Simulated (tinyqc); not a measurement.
What each parameter does: six-band Luttinger-Kohn model with strain.

Six-band Luttinger-Kohn model in the basis |3/2,3/2>, |3/2,1/2>, |3/2,-1/2>, |3/2,-3/2>, |1/2,1/2>, |1/2,-1/2>, electron energies, zero at the top of the unstrained valence band. H = -[rows: (P+Q, -S, R, 0, -S/r2, r2 R); (-S*, P-Q, 0, R, -r2 Q, r32 S); (R*, 0, P-Q, S, r32 S*, r2 Q); (0, R*, S*, P+Q, -r2 R*, -S*/r2); (-S*/r2, -r2 Q, r32 S, -r2 R, P+Dso, 0); (r2 R*, r32 S*, r2 Q, -S/r2, 0, P+Dso)], r2 = sqrt(2), r32 = sqrt(3/2). Levels are twofold.

P = c g1 k^2 - av tr(e); Q = c g2 (kx^2 + ky^2 - 2 kz^2) - (b/2)(exx + eyy - 2 ezz); R = c sqrt3 [-g2 (kx^2 - ky^2) + 2i g3 kx ky] + (sqrt3/2) b (exx - eyy) - i d exy; S = 2 c sqrt3 g3 (kx - i ky) kz - d (exz - i eyz); c = hbar^2/2m0, e the strain tensor (not engineering shear).

s11 = (C11 + C12)/((C11 - C12)(C11 + 2 C12)), s12 = -C12/((C11 - C12)(C11 + 2 C12)), s44 = 1/C44; exx = s11 sxx + s12 (syy + szz) and cyclic, exy = s44 sxy/2; tension is positive. A uniaxial stress X along the unit vector n is s_ij = X n_i n_j.

Constants: hbar^2/2m0 = 3.80998211 eV angstrom^2.

Parameters, chosen for this exercise (near those of GaP; shifted at random, so the results belong to these values and not to a real crystal): Dso = 0.082 eV (spin-orbit splitting); g1 = 4.04 (Luttinger gamma1); g2 = 0.49 (gamma2); g3 = 1.25 (gamma3); av = 1.75 eV (valence hydrostatic potential); b = -1.63 eV (tetragonal shear potential); d = -4.69 eV (trigonal shear potential); C11 = 136.7 GPa; C12 = 63.4 GPa; C44 = 69.5 GPa; load = biaxial (001) (kind of stress); X = -2.32 GPa (stress).

Edges at k = 0 under a biaxial (001) stress X and the curvature mass of the top pair along [100] (step 0.0002 1/angstrom).

One parameter was then changed.

Results before and after:

| case | top (eV) | second (eV) | third (eV) | mass (m0) |
|---|---|---|---|---|
| base | 0.0208 | -0.0231 | -0.1721 | 0.221 |
| changed | 0.0479 | -0.0002 | -0.2329 | 0.221 |

Which of these changes was made? (a) C44 = 83.4 GPa; (b) C11 = 109.36 GPa; (c) g3 = 1; (d) g1 = 4.848; (e) b = -1.304 eV; (f) C12 = 76.08 GPa; (g) g2 = 0.588.

Answer: (b) C11 = 109.36 GPa. Of the candidates, run in turn, only this one gives the changed row.

All candidates:

| case | top (eV) | second (eV) | third (eV) | mass (m0) |
|---|---|---|---|---|
| base | 0.0208 | -0.0231 | -0.1721 | 0.221 |
| g1 = 4.848 | 0.0208 | -0.0231 | -0.1721 | 0.187 |
| C44 = 83.4 GPa | 0.0208 | -0.0231 | -0.1721 | 0.221 |
| b = -1.304 eV | 0.0105 | -0.0306 | -0.1543 | 0.221 |
| C11 = 109.36 GPa | 0.0479 | -0.0002 | -0.2329 | 0.221 |
| g2 = 0.588 | 0.0208 | -0.0231 | -0.1721 | 0.216 |
| C12 = 76.08 GPa | 0.0343 | -0.0115 | -0.1891 | 0.221 |
| g3 = 1 | 0.0208 | -0.0231 | -0.1721 | 0.221 |

The Luttinger parameters multiply k^2 and cannot move the edges; av shifts all edges alike and leaves the mass.

Program tinyqc; command `OMP_NUM_THREADS=1 python tinyqc.py 1050727 1050728 out.jsonl`; about 0.2 s on one thread of a shared Intel(R) Xeon(R) Processor @ 2.30GHz.
